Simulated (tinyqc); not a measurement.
# From one set of inputs to another, one input at a time

Model: velocity overshoot from momentum and energy balance equations after a field step. Computed by tinyqc, a small Python program. Command: `OMP_NUM_THREADS=1 python tinyqc.py 3000163 3000164 out.jsonl overshoot ladder`. One thread of a shared host (Intel(R) Xeon(R) Processor @ 2.30GHz), about 0.08 s of CPU time with the checks.

At t = 0 the field jumps from 0 to F in a uniform sample. v is the drift velocity and u = w - (3/2) k_B T the excess energy per carrier.

The inputs printed are set A. Set A is modelled on electrons in strained silicon except for tau_E; the values taken over come from a set modelled on electrons in silicon except for tau_E. Inputs not listed in the table keep their values of set A, so the rows need not describe a real material.

Inputs (values chosen for the exercise, modelled on electrons in strained silicon except for tau_E): effective mass m = 0.2 m_0; low-field mobility mu_0 = 2300 cm^2/(V s); saturation velocity v_s = 1.1 1e7 cm/s; energy relaxation time tau_E = 0.97 ps; field after the step F = 14 kV/cm; lattice temperature T = 300 K; time step dt = 4.7 fs.

Scheme: implicit in the damping.

Constants: m_0 = 9.1093837015e-31 kg; e = 1.602176634e-19 C; k_B = 8.617333262e-05 eV/K.

Method:
- dv/dt = e F/m - v/tau_m(u), du/dt = e F v - u/tau_E, tau_m(u) = tau_0/(1 + c u), tau_0 = m mu_0/e, c = mu_0/(e tau_E v_s^2); this choice gives the steady state v (1 + mu_0 F v/v_s^2) = mu_0 F, which saturates at v_s. Steady velocity v = 2 mu_0 F/(1 + sqrt(1 + 4 (mu_0 F/v_s)^2)); u = e F v tau_E; carrier temperature T + 2u/(3 k_B), neglecting the drift energy m v^2/2.
- Step: v_new = (v + dt e F/m)/(1 + dt/tau_m(u)), u_new = (u + dt e F v_new)/(1 + dt/tau_E). Start v = u = 0; the distance adds dt (v + v_new)/2.
- Run to 8 times the larger of tau_E and tau_0, but at most 20001 steps, and stop early if |v| > 1000 v_s or u < -1/(2c); the run is accepted if the last v is within 0.5 % of the steady value.

Each row keeps all changes above it:
```
input moved                           from    to  peak velocity (1e7 cm/s)  peak over steady velocity  steady carrier temperature (K)
set A                                    -     -                    1.7254                     1.8592                          1275.0
effective mass m (m_0)                 0.2  0.25                    1.6511                     1.7792                          1275.0
energy relaxation time tau_E (ps)     0.97  0.26                    1.2599                     1.3575                           561.3
low-field mobility mu_0 (cm^2/(V s))  2300  1300                    1.0465                     1.2813                           530.0
saturation velocity v_s (1e7 cm/s)     1.1     1                    1.0036                     1.3165                           514.7
field after the step F (kV/cm)          14    37                    1.6266                     1.8045                           970.9
```

Where does the difference come from?

Peak velocity goes from 1.73 to 1.63, a factor 0.943 in all. The largest single move comes from field after the step F (a factor 1.62), but it runs against the net change; the largest move in the direction of the net change is energy relaxation time tau_E (a factor 0.763). Peak over steady velocity goes from 1.86 to 1.80, a factor 0.9706 in all. The largest single move comes from field after the step F (a factor 1.37), but it runs against the net change; the largest move in the direction of the net change is energy relaxation time tau_E (a factor 0.763). Steady carrier temperature goes from 1270 to 971, a factor 0.761 in all. The largest single move comes from energy relaxation time tau_E (a factor 0.440), and field after the step F works against it (a factor 1.89). The single moves hold for this order of the switches; the total does not depend on the order.

Extremes, crossings and ranges named in words are read from the listed rows.
